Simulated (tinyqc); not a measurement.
## Trap density from swing and capacitance

Inverse problem. In an MOS structure at one bias the subthreshold swing is S = Vt ln 10 (1 + (Cd + q Dit)/Cox) and 1/C_HF = 1/Cox + 1/Cd, Cox = 3.9 eps0/EOT. Find Cd and Dit.

Values chosen for this exercise:

| symbol | value | unit | meaning |
|---|---|---|---|
| T | 250 | K | temperature |
| EOT | 15 | nm | equivalent oxide thickness |

Constants: q = 1.602176634e-19 C, kB = 1.380649e-23 J/K, Vt = kB T/q, eps0 = 8.8541878128e-14 F/cm where lengths are in cm. Results are converted to the units shown.

S = 61.824819 mV/decade
C_HF = 32.015351 nF/cm^2

Answer. C_HF gives Cd, and the swing gives Cd + q Dit.

Cd = 37.19 nF/cm^2
Dit = 1.218e11 cm^-2 eV^-1

Computed by the program tinyqc: `OMP_NUM_THREADS=1 python tinyqc.py 2030022 2030023 out.jsonl`, one thread of a shared Intel Xeon 2.30GHz, about 0.01 s for the whole run.
